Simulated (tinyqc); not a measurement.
Thermal boundary conductance by the acoustic and diffuse mismatch models: one step, computed by the program tinyqc.

Each side has one longitudinal and two transverse Debye branches, omega = v q up to q_D = (6 pi^2 n)^(1/3), with n counting all atoms. Scattering at the interface is elastic. Electrons are left out of G, also for metals. Melting is ignored. G refers to the temperatures of the phonons sent towards the interface. Linear branches over all atoms overstate G at high T, most for crystals with several atoms a cell.

Question. Boundary conductance. G = (k_B^4 T^3/(8 pi^2 hbar^3)) int W(x) x^4 e^x/(e^x - 1)^2 dx, x = hbar omega/(k_B T). Acoustic mismatch: W = sum over the three branches of alpha(1 to 2)/v_1^2, each up to the lower of its two cut-offs. Diffuse mismatch: W = S_1 S_2/(S_1 + S_2), where S_i sums 1/v^2 over the branches of side i still below their cut-off. Radiation limit: W = min(S_1, S_2). The integral is split at the four cut-offs (64 Gauss-Legendre points a piece, x at most 45). Boundary resistance R = 1/G and Kapitza length kappa_2/G use the diffuse value.

Inputs (values chosen for the exercise, modelled on silicon (side 1) and germanium (side 2)): conductivity kappa_2 = 60.7 W/(m K); temperature T = 20 K.

Structure: superlattice.

Branches:

| branch | v (m/s) | cut-off (K) | Z (1e6 kg/(m^2 s)) |
|---|---|---|---|
| L, side 1 | 8910 | 970.0420 | 20.9385 |
| T, side 1 | 5260 | 572.6623 | 12.3610 |
| L, side 2 | 5150 | 546.5751 | 26.9345 |
| T, side 2 | 3190 | 338.5582 | 16.6837 |

Transmission:

| branch | t at normal incidence | largest angle from side 1 (deg) | alpha, 1 to 2 | alpha, 2 to 1 |
|---|---|---|---|---|
| L | 0.9843129 | 90 | 0.9579290 | 0.3200312 |
| T | 0.9778499 | 90 | 0.8733544 | 0.3212184 |

Constants: k_B = 1.380649e-23 J/K; hbar = 1.054571817e-34 J s.

Give: G, acoustic mismatch; G, diffuse mismatch; G, radiation limit; boundary resistance R; Kapitza length in side 2.

Answer.

G, acoustic mismatch = 6.1308 MW/(m^2 K)

G, diffuse mismatch = 5.0799 MW/(m^2 K)

G, radiation limit = 6.9207 MW/(m^2 K)

boundary resistance R = 196.86 m^2 K/GW

Kapitza length in side 2 = 11949 nm

The diffuse value is 0.83 times the acoustic one and 73 % of the radiation limit. Diffuse scattering lowers G here: it sends back a share of the phonons that specular transmission lets pass. Caution: kappa_2 is of room-temperature size, so the Kapitza length is only nominal at this T.
